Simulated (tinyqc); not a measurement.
Inside a calculation. Model: bias-temperature instability from a Gaussian distribution of capture and emission barriers. Computed by tinyqc, a small Python program that keeps every step. Command: `OMP_NUM_THREADS=1 python tinyqc.py 3014158 3014159 out.jsonl bti walk`. One thread of a shared host (Intel(R) Xeon(R) Processor @ 2.30GHz), about 0.01 s of CPU time with the checks. Intermediate numbers are printed to about 5 digits and carried at full precision; extremes and crossings named in words are read from the listed rows.

Each trap has a capture time tau_0 exp(E_c/(k_B T)) under stress and an emission time tau_0 exp(E_e/(k_B T)) after it. E_c is Gaussian, and E_e = E_c + d with d Gaussian and independent. A trap counts as filled once t_s exceeds its capture time and as emptied once t_r exceeds its emission time.

Inputs (values chosen for the exercise, for a model p-channel transistor):
```
quantity,value,unit
shift with all traps filled V_max,75,mV
mean capture barrier at zero field mu_c,1.52,eV
spread of capture barriers sigma_c,0.29,eV
lowering of mu_c per field k_F,0.061,eV/(MV/cm)
oxide field F,6.5,MV/cm
"mean of E_e - E_c at the stress field, delta",-0.31,eV
"spread of E_e - E_c, sigma_d",0.35,eV
time constant tau_0,4e-09,s
temperature T,150,C
stress time t_s,3000,s
recovery time t_r,10,s
failure criterion,30,mV
```

Constants: k_B = 8.617333262e-05 eV/K.

## Stress

Demarcation energies E_s = k_B T ln(t_s/tau_0), E_r = k_B T ln(t_r/tau_0); mean barrier mu = mu_c - k_F F; z = (E_s - mu)/sigma_c; Phi is the standard normal distribution. Temperatures in kelvin are T(C) + 273.15. Shift without recovery dV0 = V_max Phi(z); local time exponent n = d ln dV0/d ln t_s = (k_B T/sigma_c) exp(-z^2/2)/(sqrt(2 pi) Phi(z)); apparent activation energy n E_s.

E_s = 0.99705 eV

mean barrier mu = 1.1235 eV

z = -0.43602

shift without recovery dV0 = 24.856 mV

time exponent n = 0.13764

apparent activation energy = 0.13723 eV

The stress has filled 33 % of the traps. The apparent energy 0.137 eV is only the share n of the barriers near 1.00 eV that are being crossed.

## Recovery

Remaining shift dV = V_max int_(-infinity)^(E_s) g(E_c) [1 - Phi((E_r - E_c - delta)/sigma_d)] dE_c, g the Gaussian density of E_c (Gauss-Legendre, 120 points over 7 sigma_c below E_s).

E_r = 0.78907 eV

remaining shift dV = 5.5274 mV

remaining share dV/dV0 = 0.22238

A measurement delay of t_r hides 78 % of the shift.

## Lifetime

Solve V_max Phi(z) = criterion for t_s; the power-law extrapolation from the stress point is t_s (criterion/dV0)^(1/n); 1 year = 3.15576e7 s.

log10 of the lifetime in s = 4.1081

log10 of the power-law estimate in s = 4.0707

The power law gives a time shorter by 0.04 decades, since n falls as traps fill; ten years is log10 = 8.50.

## What a measurement delay does to the time exponent

Columns: no delay, and delays of 1 us, 1 ms and 1 s.

Shift (mV):
```
t_s (s),no delay,1 us,1 ms,1 s
1.00e+00,5.591,3.197,1.712,0.644
1.00e+01,9.331,6.008,3.525,1.485
1.00e+02,14.541,10.283,6.541,3.058
1.00e+03,21.220,16.132,11.008,5.658
1.00e+04,29.097,23.365,16.916,9.460
1.00e+05,37.646,31.473,23.919,14.392
1.00e+06,46.183,39.746,31.388,20.087
1.00e+07,54.028,47.452,38.584,25.958
```

Between 10 and 1000 s the apparent exponent is 0.178 without delay, 0.214 at 1 us, 0.247 at 1 ms and 0.291 at 1 s: a slow measurement loses more of a short stress than of a long one, which steepens the curve. Without delay the exponent falls from 0.222 to 0.068 over the table, so the growth is not a true power law. Caution: step-function filling and one Gaussian population are simplifications; real devices show several populations.

Checks made by the program: time exponent against a finite difference (relative difference 4e-10).
